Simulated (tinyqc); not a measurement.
# Changing the width sigma_m of the model charge

Model: correction of a charged-defect supercell by a model charge and potential alignment (plane-averaged potentials). Computed by tinyqc, a small Python program. Command: `OMP_NUM_THREADS=1 python tinyqc.py 3110210 3110211 out.jsonl align sweep`. One thread of a shared host (Intel(R) Xeon(R) Processor @ 2.30GHz), about 0.02 s of CPU time with the checks.

The "true" defect charge is (1 - x) q in a Gaussian of width sigma plus x q in one of width sigma_t, so the exact answer is known; the correction sees only a single model Gaussian of width sigma_m. A Gaussian of width s has the transform rho(G) = exp(-G^2 s^2/2), normalised to 1. A uniform background cancels q, so G = 0 is left out. Potentials are those felt by a unit positive charge. E_0 is the formation energy of the isolated defect, E_cell its value in the supercell, E_lat = E_iso - E_per of the model charge, C the true less the model potential far from the defect; the exact correction is E_0 - E_cell, and the error of a scheme is E_cell plus its correction less E_0.

Inputs (values chosen for the exercise, with screening close to that of GaN):

| quantity | value | unit |
|---|---|---|
| defect charge q | 1 | e |
| dielectric constant eps | 9.83 | - |
| edge of the cubic cell L | 10.1 | angstrom |
| width sigma of the true defect charge | 0.93 | angstrom |
| share x of the charge in a wide tail | 0 | - |
| width sigma_t of the tail | 2 | angstrom |
| formation energy of the isolated defect E_0 | 4.29 | eV |

Constants: e^2/(4 pi eps_0) = 14.39964548 eV angstrom.

Method:
- Periodic energy E_per = (2 pi q^2/(eps L^3)) (e^2/(4 pi eps_0)) sum_(G != 0) rho(G)^2/G^2, G = (2 pi/L)(n1, n2, n3), |n_i| <= 16. Isolated energy: two Gaussians of charges q_a, q_b and widths a, b interact by q_a q_b (e^2/(4 pi eps_0 eps)) sqrt(2/pi)/sqrt(a^2 + b^2), and the self-energy is half the sum over pairs.
- Supercell value E_cell = E_0 + E_per - E_iso for the true charge.
- E_lat = E_iso - E_per for the model charge; point-charge value alpha q^2 e^2/(4 pi eps_0 eps 2 L) with alpha = 2.837297.
- Plane-averaged potential at distance z from the defect: V(z) = (4 pi q/(eps L^3)) (e^2/(4 pi eps_0 e)) sum_(m != 0) rho(G_m) cos(G_m z)/G_m^2, G_m = 2 pi m/L, |m| <= 40.
- C = difference at z = L/2; E_corr = E_cell + E_lat - q C. For charges that have died out at L/2, C = (2 pi q/(eps L^3)) (e^2/(4 pi eps_0 e)) (<s^2> - sigma_m^2), <s^2> = (1 - x) sigma^2 + x sigma_t^2.

One run for each value:

| width sigma_m of the model charge (angstrom) | E_lat (eV) | alignment C (V) | error without alignment (meV) | error with alignment (rounded to 1e-4 meV) (meV) |
|---|---|---|---|---|
| 0.51 | 0.20343 | 0.0054029 | 5.4029 | 0.0000 |
| 0.71 | 0.20125 | 0.0032231 | 3.2232 | 0.0000 |
| 0.81 | 0.19989 | 0.0018653 | 1.8653 | 0.0000 |
| 0.91 | 0.19836 | 0.0003287 | 0.3287 | 0.0000 |
| 1.00 | 0.19682 | -0.0012069 | -1.2069 | 0.0000 |
| 1.10 | 0.19495 | -0.0030827 | -3.0829 | -0.0002 |
| 1.20 | 0.19289 | -0.0051364 | -5.1376 | -0.0012 |

Give the missing row, width sigma_m of the model charge (angstrom) = 0.61.

Computed row; columns: (1) width sigma_m of the model charge (angstrom); (2) E_lat (eV); (3) alignment C (V); (4) error without alignment (meV); (5) error with alignment (rounded to 1e-4 meV) (meV):
```
(1)       (2)        (3)     (4)     (5)
0.61  0.20243  0.0044023  4.4024  0.0000
```

Interpolating between the two neighbouring rows (linearly) misses by up to 2.0 %. Over the rows, E_lat (eV) falls from 0.203 to 0.193 (exponent d ln y / d ln x -0.028 between the first rows and -0.12 between the last); alignment C (V) falls from 0.00540 to -0.00514; error without alignment (meV) falls from 5.40 to -5.14. E_lat and q C each change with the model width, by 11 and 11 meV over the rows, while the aligned error changes by 0.0 meV.
